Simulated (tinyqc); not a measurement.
RKS/B3LYP (VWN-RPA form) in the sto-3g basis, for H3-, spin multiplicity 1, step by step. The basis has no diffuse functions, so it cannot describe the extra electron: this is an exercise in the method, not the real anion. Computed by tinyqc, a small Python program that keeps every step (integrals from PySCF). Settings: charge = -1, multiplicity = 1, basis = sto-3g, energy threshold = 1e-08, iteration cap = 50, orthogonalisation = symmetric, start = atomic densities, DIIS depth = 4, DIIS from iteration = 3, method = RKS, functional = b3lyp, grid = [10, 86]. Command: `OMP_NUM_THREADS=1 python tinyqc.py 31894 31895 out.jsonl` (the two numbers bound the seeds that draw the settings). One thread of a shared host (Intel(R) Xeon(R) Processor @ 2.60GHz), about 2 s of CPU time with the checks.

Geometry (angstrom):
```
atom       x       y       z
H     0.0000  0.0000  0.0000
H     0.0000  0.0000  1.5440
H     0.0000  1.3370  0.7720
```

Stop when the energy changes by less than 1e-08 hartree and every element of the error matrix X^T (F D S - S D F) X is below 3e-05.

Course of the cycle:
```
iteration  E (hartree)     change  largest element of the error matrix
1            -1.212793          -                             1.23e-06
2            -1.061100   1.52e-01                             5.73e-12
3            -0.769717   2.91e-01                             3.22e-01
4            -1.061100  -2.91e-01                             3.06e-12
5            -0.769717   2.91e-01                             3.22e-01
6            -0.769717   6.66e-16                             3.22e-01
7            -0.769717   1.55e-15                             3.22e-01
8            -0.769717  -2.44e-15                             3.22e-01
9            -1.061100  -2.91e-01                             2.29e-12
10           -0.769717   2.91e-01                             3.22e-01
11           -0.769717  -8.88e-16                             3.22e-01
12           -0.769717   5.55e-16                             3.22e-01
13           -0.769717     0.0000                             3.22e-01
14           -1.061100  -2.91e-01                             1.72e-12
...                ...        ...                                  ...
37           -0.769717   1.11e-15                             3.22e-01
38           -0.769717   8.88e-16                             3.22e-01
39           -1.061100  -2.91e-01                             4.15e-13
40           -0.769717   2.91e-01                             3.22e-01
41           -0.769717  -1.44e-15                             3.22e-01
42           -0.769717   1.44e-15                             3.22e-01
43           -0.769717  -1.11e-15                             3.22e-01
44           -1.061100  -2.91e-01                             3.14e-13
45           -0.769717   2.91e-01                             3.22e-01
46           -0.769717  -2.22e-15                             3.22e-01
47           -0.769717   9.99e-16                             3.22e-01
48           -0.769717   1.44e-15                             3.22e-01
49           -1.061100  -2.91e-01                             2.38e-13
50           -0.769717   2.91e-01                             3.22e-01
```

Can the last value be used, and what does the course show?

Not by the stop rule. Not converged within the cap of 50 iterations: the residual wanders without falling. Reruns (cap 100 unless said): DIIS 8: not converged; damping 0.5: not converged; level shift 0.5: converged in 7; atomic densities as start, DIIS 8: not converged; the original settings with a cap of 400: not converged. PySCF RKS in the same basis, fine grid = -0.769700 hartree, which differs from a converged run on this coarse grid by the grid error.
